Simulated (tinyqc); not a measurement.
# Electron continuity equation in a given potential, Scharfetter-Gummel discretisation: error of the current against the mesh

Steady state in one dimension: J = q mu n E + q D dn/dx with E = -dpsi/dx and D = mu Vt, dJ/dx = q (n/tau - G), fixed densities nL and nR at the ends. The potential is given, psi = 0 for x < L/2 and U (2 x/L - 1) beyond, and is not changed by the electrons.

Fluxes J_i = (q D/h)(n_(i+1) P_i - n_i Q_i), d_i = (psi_(i+1) - psi_i)/Vt: Scharfetter-Gummel P = B(d), Q = B(-d), B(d) = d/(exp(d) - 1); central P = 1 - d/2, Q = 1 + d/2; upwind P = 1 + max(-d, 0), Q = 1 + max(d, 0). Balance at each inner node: J_i - J_(i-1) = q h (n_i/tau - G). The reference is Scharfetter-Gummel on 4000 intervals or more. Errors are those of J on the first interval against the reference at its midpoint; errors under 1e-6 % are printed as 0.

Values chosen for this exercise; mobility close to that of indium arsenide at room temperature: temperature T = 293 K; electron mobility mu = 29600 cm^2/(V s); length of the region L = 0.14 um; density at x = 0 nL = 1.5e12 cm^-3; density at x = L nR = 5.5e12 cm^-3; lifetime tau = 2.4e-14 s; uniform generation rate G = 8e24 cm^-3 s^-1; potential difference psi(L) - psi(0) U = 0.15 V.

Constants: q = 1.602176634e-19 C, kB = 1.380649e-23 J/K, Vt = kB T/q. Results are converted to the units shown.

Error of the current against the mesh:

| N | largest \|d\| | reference J (A/cm^2) | SG error (%) | central error (%) | upwind error (%) |
|---|---|---|---|---|---|
| 5 | 2.376 | -29.86 | 3.61 | 3.43 | -0.960 |
| 10 | 1.188 | -34.51 | 0.113 | 0.272 | -1.68 |
| 20 | 0.5941 | -37.18 | 0.0191 | 0.0603 | -0.616 |
| 40 | 0.2970 | -38.60 | 3.62e-3 | 0.0138 | -0.253 |
| 80 | 0.1485 | -39.34 | 7.52e-4 | 3.25e-3 | -0.113 |
| 160 | 0.07426 | -39.72 | 1.72e-4 | 7.92e-4 | -0.0530 |

From N = 80 to 160 the error shrinks by 4.4 (Scharfetter-Gummel), 4.1 (central), 2.1 (upwind); 4 marks second order and 2 first order. At N = 5 the errors are 3.6, 3.4 and -0.96 %. The central densities go negative for N = 5, so its current there is not to be trusted, whatever its error.

Range of the model: The drift velocity mu E exceeds 1e7 cm/s somewhere, where real mobilities no longer stay constant.

Computed by the program tinyqc: `OMP_NUM_THREADS=1 python tinyqc.py 2220060 2220061 out.jsonl`, one thread of a shared Intel Xeon 2.30GHz, about 0.01 s for the whole run.
